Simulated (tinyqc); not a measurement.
# Worked calculation: on-chip interconnect, size-dependent resistivity and RC delay

Numbers from tinyqc (`OMP_NUM_THREADS=1 python tinyqc.py 2100075 2100076 out.jsonl`; about 0.01 s on one thread of a shared Intel Xeon 2.30GHz). Printed values are rounded.

A rectangular line between two neighbours and two ground planes. Surface and grain-boundary scattering are added to the bulk resistivity as corrections; capacitances are parallel-plate values without fringing; inductance is ignored.

Parameters, values chosen for the exercise; metal values close to those of copper:
```
symbol  value     unit                                             meaning
rho0     1.69  uohm cm                                    bulk resistivity
lam        41       nm                                 bulk mean free path
ps          0                         specular share of surface scattering
Rg        0.3                   reflection coefficient of grain boundaries
gr          2                              grain size over the metal width
wd         32       nm                                    drawn line width
AR        2.2                              aspect ratio, height over width
tl        1.1       nm  liner on both walls and the bottom, not conducting
sp         64       nm                     space to the neighbouring lines
hd         75       nm     dielectric height to the planes above and below
ek        2.5                      relative permittivity of the dielectric
Mf          1                              Miller factor of the neighbours
Lw         14       um                                         line length
Rd       1400      ohm                                   driver resistance
Cl       0.32       fF                                    load capacitance
dt       0.44       ps                                           time step
```

Constants: eps0 = 8.8541878128e-12 F/m. Results are converted to the units shown.

Range of the model: The metal width is under the mean free path, where the thick-limit surface term and the simple sum of corrections lose accuracy.

## Resistivity, resistance and capacitance per length

Metal width x = wd - 2 tl, height y = AR wd - tl; grain boundaries (Mayadas-Shatzkes): al = (lam/(gr x)) Rg/(1 - Rg), g = 1/[1 - 3 al/2 + 3 al^2 - 3 al^3 ln(1 + 1/al)] - 1; surfaces (Fuchs-Sondheimer, thick limit): s = (3/8) lam (1 - ps)(1/x + 1/y); rho = rho0 (1 + g + s); r = rho/(x y); c = eps0 ek (2 wd/hd + 2 Mf AR wd/sp).

x = 29.8 nm
y = 69.3 nm
al = 0.294823
g = 0.418910
s = 0.737801
rho = 3.64484 uohm cm
r = 17.6494 ohm/um
c = 0.0675870 fF/um

rho is 2.16 times the bulk value; surfaces add more (0.738 against 0.419). The liner takes 8.33 % of the cross-section.

## Ladder and Elmore delays

6 equal pi sections: series Rs = r Lw/6; node capacitances c Lw/6, halved at nodes 0 and 6, with Cl added to node 6; Rd feeds node 0. Elmore delay of node k: the sum, over the resistors on the path to k, of resistance times all capacitance downstream of it.

Rs = 41.1819 ohm

| node | C (fF) | Elmore delay (ps) |
|---|---|---|
| 0 | 0.0788515 | 1.77270 |
| 1 | 0.157703 | 1.82160 |
| 2 | 0.157703 | 1.86401 |
| 3 | 0.157703 | 1.89991 |
| 4 | 0.157703 | 1.92933 |
| 5 | 0.157703 | 1.95225 |
| 6 | 0.398851 | 1.96867 |

The far-end value equals Rd (c Lw + Cl) + r Lw (c Lw/2 + Cl) for any number of pi sections; the line resistance contributes 9.95 % of it.

## Step 1: node voltages after a time step

| node | v at t = 0 (V) |
|---|---|
| 0 | 0 |
| 1 | 0 |
| 2 | 0 |
| 3 | 0 |
| 4 | 0 |
| 5 | 0 |
| 6 | 0 |

A 1 V step is applied behind Rd at t = 0. C dv/dt = -G v + b, with G the conductance matrix of the ladder (1/Rs between neighbours, 1/Rd added at node 0) and b = (1 V/Rd, 0, ...). Backward Euler step: (C/dt + G) v(new) = (C/dt) v + b.

| node | v at t = 1 dt (V) |
|---|---|
| 0 | 0.242982 |
| 1 | 0.222507 |
| 2 | 0.205316 |
| 3 | 0.191156 |
| 4 | 0.179817 |
| 5 | 0.171133 |
| 6 | 0.164974 |

## Step 2: node voltages after a time step

As before.

| node | v at t = 2 dt (V) |
|---|---|
| 0 | 0.387585 |
| 1 | 0.370637 |
| 2 | 0.355876 |
| 3 | 0.343338 |
| 4 | 0.333045 |
| 5 | 0.325014 |
| 6 | 0.319255 |

## Course in time

A 1 V step is applied behind Rd at t = 0. C dv/dt = -G v + b, with G the conductance matrix of the ladder (1/Rs between neighbours, 1/Rd added at node 0) and b = (1 V/Rd, 0, ...). Backward Euler step: (C/dt + G) v(new) = (C/dt) v + b. The last column solves the same ladder exactly by its modes.

Voltages (V):

| t (ps) | node 0 | node 3 | node 6 | node 6, exact |
|---|---|---|---|---|
| 0.4400 | 0.2430 | 0.1912 | 0.1650 | 0.1814 |
| 0.8800 | 0.3876 | 0.3433 | 0.3193 | 0.3497 |
| 1.320 | 0.5024 | 0.4663 | 0.4465 | 0.4834 |
| 1.760 | 0.5955 | 0.5661 | 0.5500 | 0.5896 |
| 2.200 | 0.6712 | 0.6473 | 0.6342 | 0.6740 |
| 2.640 | 0.7327 | 0.7133 | 0.7027 | 0.7410 |
| 3.080 | 0.7827 | 0.7670 | 0.7583 | 0.7943 |
| 3.520 | 0.8234 | 0.8106 | 0.8035 | 0.8366 |
| 3.960 | 0.8564 | 0.8460 | 0.8403 | 0.8702 |
| 4.400 | 0.8833 | 0.8748 | 0.8702 | 0.8969 |
| 4.840 | 0.9051 | 0.8982 | 0.8945 | 0.9181 |
| 5.280 | 0.9229 | 0.9173 | 0.9142 | 0.9349 |

The far end of the ladder reaches 0.5 V at 1.382 ps, 0.702 of its Elmore delay (ln 2 = 0.693 for a single pole); the slowest mode has a time constant of 1.912 ps. The largest error of the backward Euler steps at that node is 40 mV.
